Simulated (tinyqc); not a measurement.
# Precursor delivery by bubblers, mass-transport growth and the solid composition of a III-V alloy, step by step

A worked calculation. Computed by tinyqc, a small Python program that keeps every step. Command: `OMP_NUM_THREADS=1 python tinyqc.py 3024878 3024879 out.jsonl movpe_thermo walk`. One thread of a shared host (Intel(R) Xeon(R) Processor @ 2.30GHz), about 0.01 s of CPU time with the checks. Intermediate numbers are printed to about 6 digits and carried at full precision; extremes and crossings named in words are read from the listed rows.

1 sccm = 44.615 micromol/min; 1 torr = 133.322 Pa. The sources decompose fully at the surface.

Inputs (values chosen for the exercise, modelled on triethylgallium (source 1) and trimethylindium (source 2) for the vapour pressures):
```
quantity                                                                                                  value        unit
bath temperature T1                                                                                         299           K
bath temperature T2                                                                                         298           K
bubbler pressure p_b                                                                                        760        torr
carrier flow F1                                                                                             190        sccm
carrier flow F2                                                                                             360        sccm
total flow F_t                                                                                               13         slm
group-V flow F_V                                                                                            250        sccm
reactor pressure p                                                                                          100        torr
growth temperature T                                                                                       1000           K
diffusivity at 273 K and 760 torr                                                                          0.41      cm^2/s
flow cross-section A                                                                                         19        cm^2
distance from the leading edge z                                                                            4.6          cm
lattice constant a                                                                                         5.87    angstrom
interaction L0 of the solid                                                                                18.7      kJ/mol
log10 of p_B,eq over pure BC at 1000 K and 1 torr of group V (exaggerated: liquid indium has about -4.1)   -3.5  log10 torr
enthalpy of that equilibrium H                                                                              281      kJ/mol
```

Alloy: mixing on the group-III sites, with desorption of B.

constants a, b of source 1 (log10 torr, K): 8.107  2162

constants a, b of source 2 (log10 torr, K): 10.53  3014

Constants: k_B = 1.380649e-23 J/K; R = 8.314462618 J/(mol K).

## Bubblers

log10 p_v = a - b/T_bath; molar flow = F x 44.615 x p_v/(p_b - p_v) for a saturated bubbler.

vapour pressure 1 = 7.52022 torr

molar flow 1 = 84.7170 micromol/min

vapour pressure 2 = 2.60559 torr

molar flow 2 = 55.2545 micromol/min

One kelvin of bath error changes flow 1 by 5.6 % and flow 2 by 7.8 %.

## Partial pressures in the reactor

p_i = p n_i/(44615 F_t), F_t in slm; p_V = p F_V/(1000 F_t), counted per molecule supplied; V/III = 44.615 F_V/(n1 + n2); vapour fraction of source 2 = n2/(n1 + n2).

p_1 = 0.0146065 torr

p_2 = 0.00952671 torr

p_V = 1.92308 torr

V/III ratio = 79.6859

vapour fraction of source 2 = 0.394755

## Mass transport

Mean velocity u = (F_t/A)(760/p)(T/273); D = D0 (T/273)^1.75 (760/p); boundary layer delta = sqrt(pi D z/u); flux = D dp/(delta k_B T); growth rate = flux x a^3/4.

velocity u = 317.460 cm/s

D = 30.2213 cm^2/s

boundary layer delta = 1.17291 cm

growth rate per torr of group III = 452.921 micrometre/(h torr)

Caution: the boundary layer is a quarter or more of the root of the cross-section, so it fills much of the channel and depletion along the flow matters.

## Solid composition

A sticks fully. B desorbs: its surface pressure is p_B* = x gamma_B K/sqrt(p_V), ln gamma_B = L0 (1 - x)^2/(R T), K = 10^(log10 K at 1000 K) exp[-(H/R)(1/T - 1/1000)], p_V in torr. With equal diffusivities x = (p_2 - p_B*)/(p_1 + p_2 - p_B*). Growth rate = rate per torr x p_1/(1 - x).

K/sqrt(p_V) = 2.28035e-04 torr

solid fraction x = 0.389560

share of B incorporated, 1 - p_B*/p_2 = 0.978442

growth rate = 10.8374 micrometre/h

Desorption is negligible: the solid copies the vapour. Caution: x lies inside the spinodal of the bulk alloy, 2 L0 x (1 - x) > R T; only kinetics or coherency strain keep such a layer uniform.

## Incorporation against temperature

A sticks fully. B desorbs: its surface pressure is p_B* = x gamma_B K/sqrt(p_V), ln gamma_B = L0 (1 - x)^2/(R T), K = 10^(log10 K at 1000 K) exp[-(H/R)(1/T - 1/1000)], p_V in torr. With equal diffusivities x = (p_2 - p_B*)/(p_1 + p_2 - p_B*).

At fixed flows:
```
T (K)  K/sqrt(p_V) (torr)         x  share of B incorporated, 1 - p_B*/p_2
942           2.84631e-05  0.394079                               0.997171
995           1.92418e-04  0.390360                               0.981735
1044          9.47545e-04  0.373350                               0.913468
1081          2.86950e-03  0.327666                               0.747220
1124          9.48951e-03  0.173540                               0.321943
1167          2.87344e-02  0.053909                               0.087363
1217          9.44351e-02  0.016448                               0.025640
1292          4.73414e-01  0.003554                               0.005468
```

x equals the vapour fraction 0.395 while gamma_B K/sqrt(p_V) is small against p_1 + p_2 = 0.024 torr and falls once it is not. Between the last rows the apparent energy R d ln x/d(1/T) is 267 kJ/mol, against H = 281. Caution: rows with 2 L0 x (1 - x) > R T lie inside the spinodal of the bulk alloy.

Checks made by the program: the sensitivity to the bath against a difference (relative difference below 1e-10).
